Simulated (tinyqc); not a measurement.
What grading buys: minority-electron transport through the base of a bipolar transistor (Moll-Ross and Kroemer integrals). Computed by tinyqc, a small Python program. Command: `OMP_NUM_THREADS=1 python tinyqc.py 3003623 3003624 out.jsonl base walk`. One thread of a shared host (Intel(R) Xeon(R) Processor @ 2.30GHz), about 0.01 s of CPU time with the checks.

Low injection, one dimension, x from the emitter edge (0) to the collector edge (W), s = x/W. Recombination is treated as a small correction (valid for tau_B well below tau_n), computed from the stored charge.

Inputs (values chosen for the exercise, modelled on silicon): base doping at the emitter edge N_0 = 2.7e+19 1/cm^3; base width W = 230 nm; mu_min = 160 cm^2/(V s); mu_max = 1370 cm^2/(V s); N_ref = 1.6e+17 1/cm^3; saturation velocity v_s = 1 1e7 cm/s; temperature T = 300 K; doping ratio N_0/N(W) = 20.

Base doping profile: Gaussian. Gap grading: none. Exit of the base: saturation velocity.

Constants: k_B = 8.617333262e-05 eV/K.

Method. N(x) = N_0 (ratio)^(-s^2); n_i(x)^2 = n_i^2 exp(s dE_g/k_B T); D(x) = (k_B T/e) mu, mu = mu_min + (mu_max - mu_min)/(1 + (N/N_ref)^0.7). With y(x) = N n_i^2/(D n_i(x)^2): base Gummel number G_B = int_0^W y dx + N(W) n_i^2/(v_s n_i(W)^2); J_C = e n_i^2 exp(e V_BE/k_B T)/G_B; n(x) = (J_C/e)(n_i(x)^2/(N n_i^2)) [int_x^W y dx + the same exit term]; transit time tau_B = (e/J_C) int n dx; trapezoid rule on 401 even points.

The same base with other gradings:
```
dE_g (meV)  dE_g/k_B T  G_B (s/cm^4)  J_C gain  tau_B (ps)  speed gain
0                0.000    5.9106e+13    1.0000      21.345      1.0000
25               0.967    4.5331e+13    1.3039      17.805      1.1988
50               1.934    3.6064e+13    1.6389      15.197      1.4046
75               2.901    2.9572e+13    1.9987      13.215      1.6152
100              3.868    2.4857e+13    2.3779      11.669      1.8293
150              5.802    1.8600e+13    3.1778       9.429      2.2638
200              7.736    1.4723e+13    4.0144       7.896      2.7035
300             11.605    1.0283e+13    5.7481       5.946      3.5897
```

What does the comparison show, and why?

At 100 meV J_C rises by a factor 2.38 and the transit is 1.83 times faster; at 300 meV the factors are 5.75 and 3.59. For a uniform base without exit term both tend to be linear in dE_g/k_B T, J_C as x/(1 - exp(-x)) and the speed as x/2.
